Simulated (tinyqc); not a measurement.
Fermi velocity from one capacitance.

Question. At zero temperature and without traps graphene has Cq = 2 q^3 phi/(pi hbar^2 vF^2), charge Cq phi/2, 1/C_G = 1/Cox + 1/Cq and Vg = phi + Cq phi/(2 Cox). Find Cq, phi, vF and n.

Constants: q = 1.602176634e-19 C, hbar = 1.054571817e-34 J s. Results are converted to the units shown.

Vg = 0.67508142 V
C_G = 1.1432927 uF/cm^2
Cox = 1.5013623 uF/cm^2

Answer. The series relation gives Cq, the voltage relation phi = Vg/(1 + Cq/(2 Cox)), and the formula for Cq then vF.

Cq = 4.794 uF/cm^2
phi = 0.2600 V
vF = 1.130e6 m/s
n = 3.890e12 cm^-2

Program tinyqc, `OMP_NUM_THREADS=1 python tinyqc.py 2200022 2200023 out.jsonl`; Intel Xeon 2.30GHz, shared host, one thread, about 0.01 s.
